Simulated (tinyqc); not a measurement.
Inside a calculation: strain-driven crossing of the Gamma and L valleys in a germanium-like crystal alloyed with tin. Values are carried at full precision from step to step, so a last printed digit may differ when a step is redone from the rounded ones.

With tin the unstrained gaps become E(y) = (1 - y) E + y EgS - CS y (1 - y); all other values are kept.
Constants: kB = 8.617333262e-05 eV/K; hc = 1239.841984 eV nm.

Inputs chosen for the exercise (near those of Ge, gaps at low temperature; shifted at random, so the results belong to these values and not to a real crystal): Eg = 0.906 eV (gap at Gamma to the s-like level); EgL = 0.738 eV (gap to L); EgS = (-0.417, 0.052) eV (Gamma and L gaps of the tin end); CS = (2.53, 1.07) eV (bowing of the Gamma and L gaps); y = 0.062 (tin fraction); C11 = 129.5 GPa; C12 = 49 GPa; C44 = 66.8 GPa; load = uniaxial [100] (kind of strain); e0 = 0.0174 (size of the strain); Dso = 0.289 eV (spin-orbit splitting); ac = -8.22 eV (conduction deformation potential); av = 1.22 eV (valence hydrostatic potential); b = -2.57 eV (tetragonal shear potential); d = -5.21 eV (trigonal shear potential); aL = -1.74 eV (hydrostatic potential of the L edge, Xd + Xu/3); XuL = 16.37 eV (uniaxial potential, L); mG = 0.0388 m0 (mass at Gamma); mL = 0.56 m0 (density-of-states mass of the four L valleys together); T = 300 K (temperature).

## Gaps of the unstrained alloy

Give both gaps, their difference, and the y at which they cross (the root of a quadratic between 0 and 0.3).

Gamma and L gaps (eV): 0.6768  0.6332

Gamma - L = 0.0436 eV
crossing y = 0.0852

Without strain the alloy is indirect.

## The strain tensor for a uniaxial [100] load

Biaxial loads: e0 is the in-plane strain e_par and the normal is free. (001): e_perp = -2 (C12/C11) e_par; exx = eyy = e_par, ezz = e_perp, no shear. (111): e_perp = -(2 C11 + 4 C12 - 4 C44)/(C11 + 2 C12 + 4 C44) e_par; exx = eyy = ezz = (2 e_par + e_perp)/3 and exy = eyz = ezx = (e_perp - e_par)/3. (110): e_perp = -(C11 + 3 C12 - 2 C44)/(C11 + C12 + 2 C44) e_par; exx = eyy = (e_par + e_perp)/2, ezz = e_par, exy = (e_perp - e_par)/2, eyz = ezx = 0. Uniaxial loads: a stress along n, scaled so that n.e.n = e0, with exx = s11 sxx + s12 (syy + szz), exy = s44 sxy/2, s11 = (C11 + C12)/((C11 - C12)(C11 + 2 C12)), s12 = -C12/((C11 - C12)(C11 + 2 C12)), s44 = 1/C44.

Form the tensor and its trace.

strain tensor in the cubic axes:
```
          x          y          z
x  0.017400   0.000000   0.000000
y  0.000000  -0.004776   0.000000
z  0.000000   0.000000  -0.004776
```

tr(e) = 0.007847

## Band edges

Edges from the unstrained valence top: Gamma at Eg + ac tr(e); an L valley with unit axis u at EgL + aL tr(e) + XuL (u.e.u - tr(e)/3), u along [111], [1-1-1], [-11-1], [-1-11]; valence edges are the levels of the 6 x 6 matrix of X, Y, Z times spin with -Dso/3 + l exx + m (eyy + ezz) on the diagonal (cyclic), n exy off it, l = av + 2 b, m = av - b, n = sqrt(3) d. Spin-orbit term (Dso/3) L.sigma on X, Y, Z with (L_k)_ij = -i epsilon_kij: <X+|H|Y+> = -i Dso/3, <X+|H|Z-> = Dso/3, <Y+|H|Z-> = -i Dso/3, <Z+|H|X-> = -Dso/3, <Z+|H|Y-> = i Dso/3, <X-|H|Y-> = i Dso/3, and their conjugates; + and - are the spin along z.

Give the edges and the direct and indirect gaps from the top valence edge.

Gamma edge = 0.6123 eV

L edges (eV): [111] 0.6196, [1-1-1] 0.6196, [-11-1] 0.6196, [-1-11] 0.6196

valence edges from the top (eV): 0.0666  -0.0222  -0.3047

direct and indirect gap (eV): 0.5458  0.5530

The gap is direct: Gamma lies 7 meV below the lowest L valley. The top two valence edges are 89 meV apart.

## Electrons in the Gamma valley

Non-degenerate, parabolic: share = mG^(3/2)/(mG^(3/2) + (mL^(3/2)/4) sum_i exp(-(E_Li - E_Gamma)/kT)). Also the offset at which four equal L valleys hold half of the electrons, kT ln((mL/mG)^(3/2)), and the wavelength hc/E of the direct gap.

(mL/mG)^(3/2) = 54.83
share in Gamma = 2.36 %
offset for an even split = 103.5 meV
wavelength = 2272 nm

With the L valleys as they lie here, Gamma must be 104 meV below the lowest of them to hold half of the electrons at 300 K; it lies 7 meV below. A direct gap alone is not enough.

## Checks

- Gamma and lowest L edge at e0 = 0.01492, where the linear shifts make them meet (eV): both 0.6215.

(tinyqc, `OMP_NUM_THREADS=1 python tinyqc.py 1080693 1080694 out.jsonl`, Intel(R) Xeon(R) Processor @ 2.30GHz, 1 thread, shared host, about 0.01 s.)
